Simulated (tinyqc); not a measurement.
Thermodynamics of metal silicides: hull, first phase, silicon consumed, nucleation and stability against SiO2. Changing the silicon available t_Si. Computed by tinyqc, a small Python program. Command: `OMP_NUM_THREADS=1 python tinyqc.py 3002174 3002175 out.jsonl silphase sweep`. One thread of a shared host (Intel(R) Xeon(R) Processor @ 2.30GHz), about 0.01 s of CPU time with the checks.

Entropies of formation of the solids are neglected, so heats stand for free energies. Si fractions: M2Si 0.3333, MSi 0.5000, MSi2 0.6667.

Inputs (values chosen for the exercise, for a model metal):
```
quantity                   value          unit
heat of formation of M2Si    -44  kJ/mol atoms
heat of formation of MSi   -48.8  kJ/mol atoms
heat of formation of MSi2  -22.9  kJ/mol atoms
molar volume of M           9.09      cm^3/mol
molar volume of Si         12.06      cm^3/mol
metal thickness t             34            nm
```

Phases: M2Si, MSi, MSi2.

Method. A phase is stable if it lies below every straight line between a phase on its left and one on its right (M and Si at zero). Distance = its heat less the lowest such line, negative for a stable phase. Overall Si fraction x0 = (t_Si/V_Si)/(t_Si/V_Si + t/V_M). In equilibrium the two stable phases that bracket x0 share the atoms by the lever rule.

One run for each value:
```
silicon available t_Si (nm)  overall Si fraction x0  share of atoms in the Si-richer phase
10.2                                        0.18442                                0.55326
28.1                                        0.38383                                0.30300
45.9                                        0.50435                                0.00869
63.8                                        0.58581                                0.17162
81.6                                        0.64400                                0.28799
99.5                                        0.68806                                0.37613
117.0                                       0.72174                                0.44347
135.0                                       0.74955                                0.49909
153.0                                       0.77230                                0.54460
```

What does the table show, and why?

Over the rows, overall Si fraction x0 rises from 0.184 to 0.772 (exponent d ln y / d ln x 0.72 between the first rows and 0.24 between the last); share of atoms in the Si-richer phase goes from 0.553 through a minimum among these rows, 0.00869 at 45.9, to 0.545. The share restarts from zero each time x0 passes the composition of a stable phase.

Extremes, crossings and ranges named in words are read from the listed rows.
